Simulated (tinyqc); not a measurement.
Round or elliptic silicon nanowire with anisotropic valleys (Ritz method): one step. Lowest level in this basis. Two cases, with inputs chosen for the exercise.

Problem. Solve H p = E S p for the wire level; give E, the ratios p2/p1 and p3/p1, and H11/S11.

Case 1.

S, rows 1, u^2, v^2 and columns alike:
$$\begin{pmatrix}
1.04719755 & 0.13089969 & 0.13089969 \\
0.13089969 & 0.03926991 & 0.01308997 \\
0.13089969 & 0.01308997 & 0.03926991
\end{pmatrix}$$

H (meV), rows 1, u^2, v^2 and columns alike:
$$\begin{pmatrix}
88.295854 & 14.715976 & 14.715976 \\
14.715976 & 11.055244 & 1.839497 \\
14.715976 & 1.839497 & 14.697713
\end{pmatrix}$$

Case 2.

S, rows 1, u^2, v^2 and columns alike:
$$\begin{pmatrix}
1.04719755 & 0.13089969 & 0.13089969 \\
0.13089969 & 0.03926991 & 0.01308997 \\
0.13089969 & 0.01308997 & 0.03926991
\end{pmatrix}$$

H (meV), rows 1, u^2, v^2 and columns alike:
$$\begin{pmatrix}
119.626935 & 19.937822 & 19.937822 \\
19.937822 & 14.995347 & 2.492228 \\
19.937822 & 2.492228 & 19.895843
\end{pmatrix}$$

Give: E; ratios; one function.

Solution.

Case 1.

E = 81.1 meV

ratios: [-0.49, -0.32]

one function = 84.3 meV

The two added functions lower the level by 3.2 meV (3.8 %), mostly by narrowing the state along u, the direction in which the stretched ellipse is long.

Case 2.

E = 109.9 meV

ratios: [-0.49, -0.32]

one function = 114.2 meV

The two added functions lower the level by 4.3 meV (3.8 %), mostly by narrowing the state along u, the direction in which the stretched ellipse is long.

Computed by tinyqc, one run a case: `OMP_NUM_THREADS=1 python tinyqc.py N N+1 out.jsonl` with N = 1281468, 1281579; one thread of a shared Intel(R) Xeon(R) Processor @ 2.30GHz, about 0.03 s a run at most.
